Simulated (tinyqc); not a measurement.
# Tunnelling through a two-layer gate stack, WKB transmission and Tsu-Esaki current: effect of the barrier height

Electrons leave the emitter at x = 0. Energies E (motion across the layers) are in eV from the emitter Fermi level; the collector Fermi level lies at -V and offers states at every E. No charge in the dielectric and no image force: F1 = V/(t1 + t2 eps1/eps2), F2 = F1 eps1/eps2; U = phi1 - F1 x in layer 1 and phi2 - F1 t1 - F2 (x - t1) in layer 2. With C = hbar^2/(2 m0), kappa = sqrt(m (U - E)/C) where U > E and 0 elsewhere; T(E) = exp(-S), S = 2 times the integral of kappa over x.

Each layer adds (2/F) sqrt(m/C) [G(u at its left edge) - G(u at its right edge)] to S, with u = U - E (0 where negative) and G(u) = (2/3) u^1.5. J = J0 times the integral of T(E) N(E) dE, N = ln[(1 + exp(-E/Vt))/(1 + exp((-E - V)/Vt))], J0 = q^2 me m0 kB T/(2 pi^2 hbar^3) (times 1e-4 for A/cm^2 per eV), from E = -Ef to far above the barrier (T = 1 there), by quadrature converged to the digits shown.

Inputs (values chosen for the exercise); layer 1 close to silicon dioxide, layer 2 close to zirconium oxide: temperature T = 300 K; Fermi energy of the emitter above its band bottom Ef = 4.1 eV; emitter mass in the supply function me = 0.33 m0; tunnelling mass of layer 1 m1 = 0.5 m0; thickness of layer 1 t1 = 0.7 nm; relative permittivity of layer 1 eps1 = 3.81; barrier of layer 2 at zero bias phi2 = 1.41 eV; tunnelling mass of layer 2 m2 = 0.25 m0; thickness of layer 2 t2 = 2.2 nm; relative permittivity of layer 2 eps2 = 25.5; voltage across the dielectric V = 0.7 V.

Constants: q = 1.602176634e-19 C, kB = 1.380649e-23 J/K, hbar = 1.054571817e-34 J s, m0 = 9.1093837015e-31 kg, Vt = kB T/q, hbar^2/(2 m0) = 0.0380998212 eV nm^2. Results are converted to the units shown.

Result of one run:
```
phi1 (eV)	S at E = 0	T(E = 0)	J (A/cm^2)	mean E of the current (eV)
3.7	19.64	2.942e-9	0.3441	-0.2896
```

What becomes of these results when the barrier of layer 1 above the emitter Fermi level at zero bias phi1 is changed from 3.7 to 3.4 eV, all else the same?

Result of the changed run:
```
phi1 (eV)	S at E = 0	T(E = 0)	J (A/cm^2)	mean E of the current (eV)
3.4	19.23	4.470e-9	0.5142	-0.2868
```

The whole series:
```
phi1 (eV)	S at E = 0	T(E = 0)	J (A/cm^2)	mean E of the current (eV)
1.6	16.12	9.973e-8	9.610	-0.2593
1.9	16.74	5.357e-8	5.403	-0.2661
2.2	17.31	3.039e-8	3.178	-0.2716
2.5	17.83	1.798e-8	1.938	-0.2763
2.8	18.32	1.101e-8	1.216	-0.2803
3.1	18.79	6.932e-9	0.7826	-0.2838
3.4	19.23	4.470e-9	0.5142	-0.2868
3.7	19.64	2.942e-9	0.3441	-0.2896
```

J falls from 9.61 to 0.344 A/cm^2, on average 0.689 decades for each eV, while S rises from 16.1 to 19.6. In every row a layer is thinner than 0.8 nm, a few atomic planes, where an effective mass is a rough description.

Program tinyqc, `OMP_NUM_THREADS=1 python tinyqc.py 2540009 2540010 out.jsonl`; Intel Xeon 2.30GHz, shared host, one thread, about 0.03 s.
